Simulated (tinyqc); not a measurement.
Geometry relaxation of a small cluster: one step, computed by the program tinyqc.

E = sum_(i<j) phi(r_ij), phi(r) = eps [exp(-2 alpha (r - r0)) - 2 exp(-alpha (r - r0))]; the force on i is -sum_j phi'(r_ij) (R_i - R_j)/r_ij.

Question. The first two steps. FIRE with unit mass: if F.v > 0, v = (1 - a) v + a |v| F/|F|, and after more than 5 such steps in a row dt = min(1.1 dt, 5 dt0), a = 0.99 a; else v = 0, a = 0.1, and dt = dt/2 (not at the first step). Then v = v + dt F, R(new) = R + dt v. dt0 = sqrt(eta), a = 0.1 at first. No atom moves more than 0.3 angstrom a step (the whole step is scaled). Stop when the largest force component is below 1e-5 eV/angstrom.

Inputs (values chosen for the exercise, for model atoms):
```
quantity,value,unit
length r0,3.03,angstrom
well depth eps,0.5,eV
stiffness alpha,1.61,1/angstrom
step factor eta,0.058,angstrom^2/eV
```

Potential: Morse. Method: FIRE.

starting positions (angstrom):
```
,x,y,z
atom 1,0.03,0.08,0.22
atom 2,3.18,-0.03,-0.11
atom 3,1.23,2.53,0.15
atom 4,1.51,0.84,2.67
atom 5,1.41,0.84,-2.58
```

Give: positions after step 1; energy after step 1; positions after step 2; energy after step 2.

Answer.

positions after step 1 (angstrom):
```
,x,y,z
atom 1,0.0049,-0.0043,0.1953
atom 2,3.1346,-0.0050,-0.0995
atom 3,1.2840,2.5894,0.1329
atom 4,1.5270,0.8386,2.6568
atom 5,1.4095,0.8413,-2.5356
```

energy after step 1 = -4.3355 eV

positions after step 2 (angstrom):
```
,x,y,z
atom 1,-0.0106,-0.1067,0.1537
atom 2,3.0485,0.0432,-0.0745
atom 3,1.3607,2.6420,0.1056
atom 4,1.5555,0.8363,2.6161
atom 5,1.4059,0.8451,-2.4509
```

energy after step 2 = -4.4773 eV
